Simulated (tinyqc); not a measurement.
Worked calculation: lattice vibrations of a chain. One step of it, computed by the program tinyqc.

Task: Dynamical matrix at q = 0.11. q is in units of 2 pi/a. A spring k from atom i to atom j, n cells on, adds k to Phi_ii and Phi_jj, -k exp(2 pi i q n) to Phi_ij and the conjugate to Phi_ji (for one atom a cell: 2k (1 - cos 2 pi q n)); D_ij = Phi_ij / sqrt(m_i m_j).

A chain moving along its axis:

| atom | mass (u) | spring to the next atom (eV/angstrom^2) |
|---|---|---|
| 1 | 109.300000 | 29.900000 |
| 2 | 1.500000 | 5.900000 |
| 3 | 94.600000 | 3.900000 |

Give: D(q).

Result:

D(q) (eV/(angstrom^2 u)):
```
                 1        2                3
1           0.3092  -2.3352  -0.0296+0.0244i
2          -2.3352  23.8667          -0.4953
3  -0.0296-0.0244i  -0.4953           0.1036
```
